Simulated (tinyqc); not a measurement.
Comparisons within one model: band offset from the macroscopic average of a supercell potential. A value that a table varies takes the place of the one given here.

A model of the planar-averaged electrostatic energy of an electron in a periodic cell of N1 periods of A (L1 = N1 n1 h) and N2 periods of B (L2 = N2 n2 h), on z_j = j h: V(z) = f VA + (1 - f) VB + F t(z), VA = V1[0] + V1[1] cos(2 pi z/(n1 h)) + V1[2] cos(4 pi z/(n1 h)), VB the same with V2, n2 and z - L1. f = [tanh(z/w) - tanh((z - L1)/w) + tanh((z - L1 - L2)/w)]/2 + 1/2; t(z) = z - L1/2 in A and (L1/L2)(L1 + L2/2 - z) beyond, so that the cell is periodic.

Running mean over n points, periodic: for odd n the plain mean of the n points centred on j; for even n the n + 1 points with half weight at both ends. The macroscopic average applies the mean over n1 points and then over n2 points.

dEv = Ev(A) - Ev(B) = Ev1 - (dV + Ev2); dEc = Ec(B) - Ec(A) = Eg2 - Eg1 - dEv. The correction of a gap, c = Eg[1] - Eg[0], lowers the valence top by fv c and leaves dV, a ground-state quantity, as it is. Type I: dEv and dEc of one sign; II: opposite signs; III: no overlap of the gaps.

Parameters, chosen for this exercise (gaps near those of Si and Ge; the results hold for these values, not for the real material): h = 0.3 angstrom (grid step); n1 = 6 (grid points per period of A); n2 = 6 (grid points per period of B); V1 = (-4.11, 3.36, 0.79) eV (mean and two harmonics of the potential in A); V2 = (-9.59, 1.6, 0.71) eV (the same in B); w = 0.38 angstrom (width of the interfaces); N1 = 5 (periods of A); N2 = 5 (periods of B); F = 0 eV/angstrom (slope in A from opposite charges on the two interfaces); Ev1 = 3.15 eV (valence top of bulk A above its mean potential); Eg1 = (0.57, 1.13) eV (gap of A: semi-local value, corrected value); Ev2 = 9.41 eV (valence top of bulk B above its mean potential); Eg2 = (0.1, 0.77) eV (gap of B: semi-local value, corrected value).

## How thick the regions must be

N1 = N2 = N, no slope (F = 0); dV is read at j = floor(N n1/2) and N n1 + floor(N n2/2). The exact value is V2[0] - V1[0].

Results:
```
N  L1 (angstrom)  dV (eV)  error (meV)
1           1.80  -1.8981      3581.91
2           3.60  -5.2006       279.41
3           5.40  -5.4774         2.60
4           7.20  -5.4800         0.03
5           9.00  -5.4800         0.00
6          10.80  -5.4800         0.00
```

The error is below 10 meV from N = 3 on. The two windows together span 3.60 angstrom and must fit between the interface tails, which fall as exp(-2 z/w); the errors at N = 2, 3 and 4 are 279.41, 2.60 and 0.03 meV.

## The choice of windows

dV read at j = 15 and 45 after means over the numbers of points listed; ripple is the spread over the five points around each.

Results:
```
windows  dV (eV)  ripple in A (meV)  ripple in B (meV)
none      -3.800               3855               1600
6 only    -5.480                  0                  0
7 only    -5.743                889                495
7, 7      -5.446                 79                 33
6, 6      -5.480                  0                  0
```

Which rows can be used, and how does a wrong window show?

The last row matches both periods and lies 0 meV from the value of a thick cell, V2[0] - V1[0] = -5.480 eV. Against it the raw potential errs by +1.68 eV. Within 20 meV of it lie: 6 only. A window one point too long leaves a ripple of 889 meV in A, against 0 meV in the last row: the ripple is the sign to look for. Rows to use, with under 30 meV of ripple in both regions once the tilt is taken off: 6 only and 6, 6. A row with a large ripple can hit the right value only by chance.

## Where the gap correction goes

dV = B - A = -5.4800 eV

fv1 and fv2 are varied.

Offsets (eV):
```
fv1  fv2     dEv     dEc
0.0  0.0  -0.780   0.420
0.5  0.5  -0.725   0.365
1.0  1.0  -0.670   0.310
0.0  1.0  -0.110  -0.250
1.0  0.0  -1.340   0.980
0.3  0.7  -0.479   0.119
```

dEv + dEc = -0.360 eV in every row, but dEv alone spans 1.23 eV, the sum of the two corrections. A scissor on the conduction bands alone (first row) keeps the semi-local dEv; with equal shares fv the shift is fv times the difference of the corrections, +0.11 eV, against their sum of 1.23 eV: most of the error cancels if the shares are alike.

Run: tinyqc, `OMP_NUM_THREADS=1 python tinyqc.py 1850910 1850911 out.jsonl`; Intel(R) Xeon(R) Processor @ 2.30GHz, one thread, shared host; about 0.01 s of CPU time with all checks.
